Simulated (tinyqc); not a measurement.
Gate-all-around wire with two subbands, quantum capacitance: course of the iteration.

phi is the Fermi level above the lowest subband edge, in volts; Vg is counted from the gate voltage at which an empty wire would have phi = 0. Both directions of motion are filled (equilibrium).

Start: phi = Vg.

N1 = gv sqrt(2 md m0 kB T/(pi hbar^2)); n1 = N1 F(phi/Vt), n2 = g2 N1 F((phi - E2)/Vt), n = n1 + n2, F(e) = (1/sqrt(pi)) int_0^infinity u^(-1/2) du/(1 + exp(u - e)); Cq = q dn/dphi = (q N1/Vt) [F'(phi/Vt) + g2 F'((phi - E2)/Vt)]. Newton: f = phi + q (n)/Cox - Vg, phi(new) = phi - f/(1 + (Cq)/Cox).

Stop when the step is below 1e-10 V, or after 40 iterations.

Values chosen for this exercise: temperature T = 300 K; mass along the wire md = 0.34 m0; valley degeneracy gv = 2; second subband above the first E2 = 0.21 eV; orbital degeneracy of the second subband g2 = 2; gate voltage Vg = 1.2 V.

Constants: q = 1.602176634e-19 C, kB = 1.380649e-23 J/K, hbar = 1.054571817e-34 J s, m0 = 9.1093837015e-31 kg, Vt = kB T/q. Results are converted to the units shown.

Cox = 3.80280 pF/cm

Course of the iteration:
```
iteration,phi before the step (V),step (V)
1,1.2,-1.48
2,-0.278303,1.48
3,1.19972,-1.48
4,-0.278163,1.48
5,1.19972,-1.48
6,-0.278163,1.48
7,1.19972,-1.48
8,-0.278163,1.48
9,1.19972,-1.48
...,...,...
32,-0.278163,1.48
33,1.19972,-1.48
34,-0.278163,1.48
35,1.19972,-1.48
36,-0.278163,1.48
37,1.19972,-1.48
38,-0.278163,1.48
39,1.19972,-1.48
40,-0.278163,1.48
```

Did this iteration meet its convergence test, and what does its course show?

No. Not converged within 40 iterations: the residual has levelled off at one value (counting the size of the step as the residual). phi swings between about -0.278 and 1.20 V. A rerun with another start (phi = 0.01 V) converges in 5 iterations.

Numbers from tinyqc (`OMP_NUM_THREADS=1 python tinyqc.py 2200057 2200058 out.jsonl`; about 0.02 s on one thread of a shared Intel Xeon 2.30GHz).
